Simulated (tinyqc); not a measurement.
What moves the distortion: Peierls distortion of a half-filled chain.

Atoms move by +/- u, so bonds change by -/+ 2u and hoppings are t +/- 2 al u. Bands E = -/+ sqrt((2 t cos x)^2 + D^2 sin^2 x) with D = 4 al u, x = k a in (0, pi/2); the gap is 2D. Energy per atom at zero temperature: E(u) = -mean_x sqrt(...) + 2 K u^2; exactly, the mean is (4t/pi) E(1 - z^2), z = D/2t, E the complete elliptic integral of the second kind with parameter m. Coupling lambda = 2 al^2/(pi t K).

Inputs chosen for the exercise:
- t = 2.58 eV (hopping of the even chain)
- al = 6.1 eV/angstrom (change of hopping with bond length)
- K = 28 eV/angstrom^2 (spring constant of a bond)

Exact means. Each row changes one parameter from the base and keeps the others.

Results:
```
case                    lambda  u0 (angstrom)  gap (eV)  E(u0) - E(0) (meV)
base                    0.3279         0.0763     3.723              -96.38
t = 2.709 eV            0.3123         0.0732     3.573              -85.54
al = 6.405 eV/angstrom  0.3615         0.0863     4.421             -132.49
K = 29.4 eV/angstrom^2  0.3123         0.0697     3.403              -81.47
```

The largest shifts from the base row, up to three for each result and ties (the steps differ in size, so this ranks the rows, not the parameters). lambda: al +0.0336, t -0.0156, K -0.0156. u0 (angstrom): al +0.0100, K -0.0066, t -0.0031. gap (eV): al +0.698, K -0.320, t -0.150. E(u0) - E(0) (meV): al -36.11, K +14.91, t +10.84.

Program tinyqc; command `OMP_NUM_THREADS=1 python tinyqc.py 1681154 1681155 out.jsonl`; about 0.08 s on one thread of a shared Intel(R) Xeon(R) Processor @ 2.30GHz.
